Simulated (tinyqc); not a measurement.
Adding atomic layers: valley splitting of a silicon quantum well in envelope theory.

The well lies at 0 < z < L; U(z) = V0 [1/(1 + exp(z/w)) + 1/(1 + exp((L - z)/w))] - e F z, 1 mV/nm = 1e-4 eV/angstrom. The envelope psi solves -(c/ml) psi'' + U psi = E psi, c = hbar^2/2m0, by three-point differences on a grid of 0.1 angstrom from -40 to L + 40 angstrom. The two valleys at +/- k0 couple through D = C0 times the integral of exp(-i q z) U(z) psi^2, q = 2 k0 (2 pi/a), and split by Ev = 2|D|.

Constants: hbar^2/2m0 = 3.80998211 eV angstrom^2.

Inputs chosen for the exercise (near those of a strained Si well in SiGe; shifted at random, so the results belong to these values and not to a real crystal): V0 = 0.22 eV (conduction offset); ml = 0.925 m0 (mass along z); F = 6.7 mV/nm (field pressing towards the upper interface); k0 = 0.842 2 pi/a (valley position); a = 5.431 angstrom (lattice constant); C0 = 0.259 (Bloch overlap factor); Ls = (50, 51.4, 52.7, 54.1, 55.4, 56.8, 58.1, 59.5) angstrom (widths in steps of one atomic layer, a/4, rounded to the grid); F2 = 0.5 mV/nm (second field, zero or weak); w1 = 0.3 angstrom (interface width for this table).

The smooth splitting Ev = 2|D| with w = w1, at the field F2 and at F.

Results:

| L (angstrom) | q L mod 2 pi | Ev at F2 (micro-eV) | Ev at F (micro-eV) |
|---|---|---|---|
| 50.0 | 3.16 | 116 | 149 |
| 51.4 | 5.89 | 69.9 | 123 |
| 52.7 | 2.14 | 66.1 | 121 |
| 54.1 | 4.87 | 94.3 | 134 |
| 55.4 | 1.12 | 14.3 | 107 |
| 56.8 | 3.85 | 91.1 | 130 |
| 58.1 | 0.10 | 33.5 | 109 |
| 59.5 | 2.82 | 67.2 | 119 |

At F2 the splitting swings between 14.3 and 116 micro-eV, a ratio of 8.08, as the two interfaces add with the phase q L, which advances on average by 2.65 rad a layer. At F the ratio is 1.40, where in the first row psi^2 at the upper interface is 5.23 times that at the lower one: the field unbalances the two contributions, which fills in the minima.

Computed by tinyqc, a small Python program: `OMP_NUM_THREADS=1 python tinyqc.py 1280319 1280320 out.jsonl` (the numbers bound the seed that draws the inputs); one thread of a shared host (Intel(R) Xeon(R) Processor @ 2.30GHz), about 0.1 s for the whole set of steps.
